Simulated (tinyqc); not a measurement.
What each parameter does: Weaire-Thorpe hybrids on a Bethe lattice: gap and dangling bond of an amorphous tetrahedral solid.

Four sp3 hybrids an atom at energy 0, coupled by -V1 on the atom and by -V2 along a bond; the bonds form a tree (no rings). For any network the gap runs at least from -V2 + V1 to V2 - 3 V1, and p-like states pile up at -V2 + V1 and V2 + V1. On the tree the gap is wider: it ends at Ec = -V1 + sqrt(V2^2 + 4 V1^2 - 2 sqrt3 V1 V2), which makes it well wider than the gaps of the real glasses. A branch seen from a hybrid has the self-energy S = V2^2 g, where g is the Green function of the hybrid across the bond, whose three partners carry S themselves. With a = z - V1, b = a - S: g = 1/(a + V1 b/(b + 3 V1)), z = E + i eta. A full atom has G = (1/b)(b + 3 V1)/(b + 4 V1) per hybrid; a dangling hybrid with shift dh has G = 1/(1/g - dh).

Inputs chosen for the exercise (out of a larger set: of the size of tabulated hybrid energies for amorphous germanium; not measured data):

| symbol | value | unit | meaning |
|---|---|---|---|
| V1 | 1.87 | eV | coupling of two hybrids on one atom |
| V2 | 4.32 | eV | coupling of the two hybrids of a bond |
| dh | -0.59 | eV | shift of the dangling hybrid (rehybridisation) |

Ev = -V2 + V1, conduction edge of the tree -V1 + sqrt(V2^2 + 4 V1^2 - 2 sqrt3 V1 V2), and the level that solves 1/g(E) = dh for eta = 0.

One parameter was then changed.

Results before and after:

| case | Ev (eV) | Ec (eV) | level (eV) | weight |
|---|---|---|---|---|
| base | -2.4500 | 0.2900 | -0.2910 | 0.538 |
| changed | -2.4500 | 0.2900 | -0.3454 | 0.550 |

Which of these changes was made? (a) V1 = 1.79 eV; (b) V2 = 4.47 eV; (c) dh = -0.69 eV.
Answer: (c) dh = -0.69 eV. Of the candidates, run in turn, only this one gives the changed row.

All candidates:

| case | Ev (eV) | Ec (eV) | level (eV) | weight |
|---|---|---|---|---|
| base | -2.4500 | 0.2900 | -0.2910 | 0.538 |
| V1 = 1.79 eV | -2.5300 | 0.3760 | -0.3145 | 0.572 |
| V2 = 4.47 eV | -2.6000 | 0.3688 | -0.3087 | 0.563 |
| dh = -0.69 eV | -2.4500 | 0.2900 | -0.3454 | 0.550 |

tinyqc: `OMP_NUM_THREADS=1 python tinyqc.py 1481712 1481713 out.jsonl`; about 0.02 s, one thread, shared Intel(R) Xeon(R) Processor @ 2.30GHz.
